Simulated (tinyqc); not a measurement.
Keating valence-force model of a tetrahedral crystal: one step, computed by the program tinyqc. Command: `OMP_NUM_THREADS=1 python tinyqc.py 3009860 3009861 out.jsonl keating walk`. One thread of a shared host (Intel(R) Xeon(R) Processor @ 2.30GHz), about 0.04 s of CPU time with the checks.

Atom A sits at 0 and atom B at a/4 (1,1,1) of an fcc lattice; the four bonds from A are t = a/4 (1,1,1), a/4 (1,-1,-1), a/4 (-1,1,-1), a/4 (-1,-1,1), of length d = sqrt(3) a/4. Energy: E = (3 alpha/(8 d^2)) sum over bonds (r.r - d^2)^2 + (3 beta/(8 d^2)) sum over pairs of bonds at one atom (r_i.r_j + d^2/3)^2, with beta_A for the six pairs at A and beta_B for the six at B. The cell holds two atoms, Omega = a^3/4. 1 N/m = 1 J/m^2. With constants fitted to the elastic moduli this model puts optical and zone-boundary frequencies of real crystals too high, by up to about 20 % in elemental crystals and up to about 50 % in compounds, and mostly by more for TA modes; in compounds the lattice part of the static dielectric constant then comes out too low.

Task: Elastic constants and internal strain. beta = (beta_A + beta_B)/2; C11 = (alpha + 3 beta)/a, C12 = (alpha - beta)/a, C44 = 4 alpha beta/(a (alpha + beta)); with the two sublattices clamped C44(0) = (alpha + beta)/a; internal-strain parameter zeta = (alpha - beta)/(alpha + beta); B = (C11 + 2 C12)/3.

Inputs (values chosen for the exercise, modelled on zinc selenide):
```
quantity,value,unit
lattice constant a,5.668,angstrom
bond stretching alpha,34.8,N/m
bond bending beta_A,4.43,N/m
bond bending beta_B,4.43,N/m
```

Structure: zinc blende.

Give: C11; C12; C44; clamped C44(0); internal-strain parameter zeta; bulk modulus B.

Result:

C11 = 84.84 GPa

C12 = 53.58 GPa

C44 = 27.73 GPa

clamped C44(0) = 69.21 GPa

internal-strain parameter zeta = 0.7742

bulk modulus B = 64.00 GPa

Letting the sublattices shift lowers C44 by 60 %, which is zeta^2. With zeta near 1 a shear keeps the bond lengths and bends the angles. The model fixes 2 C44 (C11 + C12)/((C11 - C12)(C11 + 3 C12)) = 1.000 whatever alpha and beta are.
